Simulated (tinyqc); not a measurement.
Concentration-dependent dopant diffusion with charged defects and the built-in field: one step, computed by the program tinyqc.

A constant source C_s feeds a half space. The dopant moves through neutral point defects and through charged ones, whose number grows with the majority carrier density n.

Problem. Intrinsic density and partial diffusivities. n_i = 3.87e16 T^1.5 exp(-7014/T) per cm^3 (T in kelvin, an empirical form); each D = prefactor x exp(-E/(k_B T)); the intrinsic diffusivity D_i is their sum. Temperatures in kelvin are T(C) + 273.15.

Inputs (values chosen for the exercise, modelled on phosphorus in silicon):
```
quantity,value,unit
neutral prefactor D0x,3.46,cm^2/s
neutral activation energy E0,3.65,eV
singly charged prefactor D01,4.14,cm^2/s
activation energy E1,3.99,eV
doubly charged prefactor D02,38.8,cm^2/s
activation energy E2,4.38,eV
temperature T,1050,C
```

Field enhancement: on.

Constants: k_B = 8.617333262e-05 eV/K.

Give: n_i; partial diffusivities; intrinsic diffusivity D_i.

Solution.

n_i = 9.288e+18 1/cm^3

partial diffusivities (cm^2/s): Dx 4.330e-14, D1 2.627e-15, D2 8.049e-16

intrinsic diffusivity D_i = 4.673e-14 cm^2/s
